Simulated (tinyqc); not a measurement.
# Resistance of a tapered via with liner, size effect and interface: what changes with what

A round via whose diameter grows from db at the bottom as D(z) = db + 2 z/tan(ang). The fill, of diameter D - 2 tl, starts above the bottom liner (thickness fb tl) and has rho = rho0 (1 + ks lam/(D - 2 tl)); the sidewall liner conducts in parallel with it. The bottom liner and the interface are crossed over the full area pi db^2/4. Spreading in the lines above and below is left out.

Values chosen for this exercise; fill metal close to molybdenum: diameter at the bottom db = 19 nm; height hv = 60 nm; sidewall angle ang = 86 degrees; bulk resistivity of the fill rho0 = 5.37 uohm cm; mean free path of the fill lam = 10.9 nm; size-effect factor ks = 1; liner on the sidewall tl = 0.3 nm; liner at the bottom over that on the sidewall fb = 0.7; resistivity of the liner rl = 310 uohm cm; interface resistivity at the bottom ri = 1.1e-12 ohm cm^2; ballistic conductance per area, about 3/(4 rho0 lam) Sb = 1.3e15 S/m^2; bulk resistivity of the second fill (close to ruthenium) rho2 = 7.86 uohm cm; its mean free path lam2 = 6.58 nm; its liner tl2 = 0.5 nm.

Each table varies one quantity; the others keep the values above.

## Via resistance against the diameter at the bottom

Slices between z0 = fb tl and hv, evaluated at their midpoints: conductance per length pi/4 [(D - 2 tl)^2/rho + (D^2 - (D - 2 tl)^2)/rl], slice resistance = slice height over that. 2000 slices. R_fill = sum of the slices; R_bottom = rl fb tl/(pi db^2/4); R_interface = ri/(pi db^2/4); ballistic (Sharvin) limit 1/(Sb pi (db - 2 tl)^2/4); ideal cylinder rho0 hv/(pi db^2/4).

Results:
```
db (nm),R_fill (ohm),R_bottom (ohm),R_interface (ohm),R (ohm),ballistic limit (ohm),R over ideal cylinder,largest part
6,130.0,23.02,3.890,156.9,33.59,1.377,fill
8.3,66.88,12.03,2.033,80.95,16.52,1.359,fill
11,37.70,6.850,1.157,45.71,9.055,1.348,fill
16,17.59,3.238,0.5471,21.37,4.130,1.334,fill
30,4.882,0.9210,0.1556,5.959,1.133,1.307,fill
42,2.458,0.4699,0.07940,3.007,0.5714,1.293,fill
58,1.274,0.2464,0.04163,1.562,0.2973,1.281,fill
80,0.6627,0.1295,0.02188,0.8141,0.1554,1.270,fill
```

Estimate the missing row, db = 22 nm.

Computed row:
```
db (nm),R_fill (ohm),R_bottom (ohm),R_interface (ohm),R (ohm),ballistic limit (ohm),R over ideal cylinder,largest part
22,9.192,1.713,0.2894,11.19,2.139,1.321,fill
```

With this row back in the table: R falls from 157 to 0.814 ohm. The fill is the largest part at db = 6 and in all other rows. R goes as db^(-2.04) between the first two rows and db^(-2.03) between the last two; area alone gives -2.

## Via resistance against the sidewall angle

Same model as above.

2000 slices.

The same in every row: R_bottom (ohm) = 2.296; R_interface (ohm) = 0.3880; ballistic limit (ohm) = 2.893.

Result of one run:
```
ang (degrees),R_fill (ohm),R (ohm),R over ideal cylinder,largest part
84,10.50,13.18,1.160,fill
```

What becomes of these results when the sidewall angle ang is changed from 84 to 90 degrees, all else the same?

Result of the changed run:
```
ang (degrees),R_fill (ohm),R (ohm),R over ideal cylinder,largest part
90,19.19,21.88,1.925,fill
```

The whole series:
```
ang (degrees),R_fill (ohm),R (ohm),R over ideal cylinder,largest part
90,19.19,21.88,1.925,fill
89,16.90,19.58,1.723,fill
88,15.08,17.77,1.563,fill
87,13.61,16.29,1.434,fill
86,12.39,15.08,1.327,fill
84,10.50,13.18,1.160,fill
82,9.093,11.78,1.036,fill
```

R falls from 21.9 to 11.8 ohm. The fill is the largest part at ang = 90 and in all other rows. The share of the two bottom terms goes from 12.3 to 22.8 %.

## Two fill metals against the diameter

2000 slices. R_fill = sum of the slices; R_bottom = rl fb tl/(pi db^2/4); R_interface = ri/(pi db^2/4). The second fill has rho2, lam2 and tl2 in place of rho0, lam and tl.

Two fill metals against the diameter:
```
db (nm),"R, first fill (ohm)","R, second fill (ohm)",ratio second/first
6,156.94,207.27,1.3207
8.5,77.123,102.09,1.3237
12,38.313,51.225,1.3370
17,18.899,25.624,1.3558
24,9.3797,12.910,1.3763
35,4.3559,6.0908,1.3983
49,2.1989,3.1135,1.4159
70,1.0668,1.5274,1.4318
100,0.51842,0.74888,1.4445
```

The ratio goes from 1.32 to 1.44. The first fill gives the lower R in every row.

Numbers from tinyqc (`OMP_NUM_THREADS=1 python tinyqc.py 2750190 2750191 out.jsonl`; about 0.01 s on one thread of a shared Intel Xeon 2.30GHz).
